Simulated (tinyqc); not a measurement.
Front-illuminated p-i-n photodiode, quantum efficiency and bandwidth: efficiency and bandwidth against the diameter.

Light enters through a p layer (0 to xp), a depleted layer (xp to xp + wi) and a thick n substrate, decaying as exp(-al x); one pass, no back reflection. Carriers made in the depleted layer are all collected; those in the neutral layers diffuse.

k = al Ln, s = S Ln/Dn, e = exp(-al xp); front layer f1 = (k/(k^2 - 1)) {[s + k - e (s cosh(xp/Ln) + sinh(xp/Ln))]/[s sinh(xp/Ln) + cosh(xp/Ln)] - k e}; depleted layer f2 = e (1 - exp(-al wi)); substrate f3 = e exp(-al wi) al Lp/(1 + al Lp); external efficiency (1 - Rf)(f1 + f2 + f3); responsivity = efficiency q lam/(h c). Drift response for pairs made in the depleted layer, a = al wi, g = 1 - exp(-a), u = 2 pi i f, te = wi/ve, th = wi/vh: electrons He = [g - a (exp(-a) - exp(-u te))/(u te - a)]/(u te g), holes Hh = [g - a (1 - exp(-a - u th))/(a + u th)]/(u th g); C = eps0 eps_r pi (dia/2)^2/wi + Cp; total |He + Hh|/sqrt(1 + (2 pi f RL C)^2), for the current of the depleted layer alone. Limits are the frequencies at which each factor falls to 1/sqrt(2); inverse-square sum (f_transit^-2 + f_RC^-2)^(-1/2); the diffusion currents f1 and f3 are left out of the bandwidth.

Parameters, values chosen for the exercise; values close to those of In0.53Ga0.47As at this wavelength:
- lam = 1550 nm (wavelength)
- al = 7280 1/cm (absorption coefficient)
- Rf = 0.05 (reflectance of the front face)
- eps_r = 13.6 (relative permittivity)
- xp = 0.076 um (thickness of the front p layer)
- wi = 1.3 um (thickness of the depleted layer)
- Dn = 84 cm^2/s (electron diffusion coefficient in the p layer)
- Ln = 11 um (electron diffusion length in the p layer)
- S = 1e5 cm/s (recombination velocity of the front surface)
- Lp = 1.8 um (hole diffusion length in the thick n substrate)
- ve = 6.95e6 cm/s (electron drift velocity)
- vh = 4.99e6 cm/s (hole drift velocity)
- RL = 50 ohm (load resistance)
- Cp = 60 fF (parasitic capacitance)

Constants: q = 1.602176634e-19 C, h = 6.62607015e-34 J s, c = 299792458 m/s, eps0 = 8.8541878128e-14 F/cm where lengths are in cm. Results are converted to the units shown.

The same in every row: f2 = 0.5789; f1 + f3 = 0.2619; responsivity (A/W) = 0.9986; transit limit (GHz) = 25.45.

Efficiency and bandwidth against the diameter:
```
dia (um),RC limit (GHz),3 dB bandwidth (GHz),inverse-square sum (GHz),bandwidth x (1 - Rf) f2 (GHz)
5,51.49,22.12,22.81,12.16
10,47.31,21.67,22.41,11.92
20,35.72,19.88,20.73,10.94
50,13.16,11.34,11.69,6.239
100,4.042,3.974,3.992,2.186
200,1.072,1.070,1.071,0.5887
500,0.1744,0.1744,0.1744,0.09594
1000,0.04372,0.04372,0.04372,0.02404
```

As dia goes from 5 to 1000, the responsivity stays at 0.999 A/W and the bandwidth falls from 22.1 to 0.0437 GHz. The RC limit is the lower one for dia = 50, 100, 200, 500, 1000, the transit limit elsewhere. Adding inverse squares of the two limits is within 4.2 % of the full result. In every row the diffusion currents exceed 0.3 of the drift current; their own response times, left out, may then shape the whole response.

Computed by the program tinyqc: `OMP_NUM_THREADS=1 python tinyqc.py 2250004 2250005 out.jsonl`, one thread of a shared Intel Xeon 2.30GHz, about 0.01 s for the whole run.
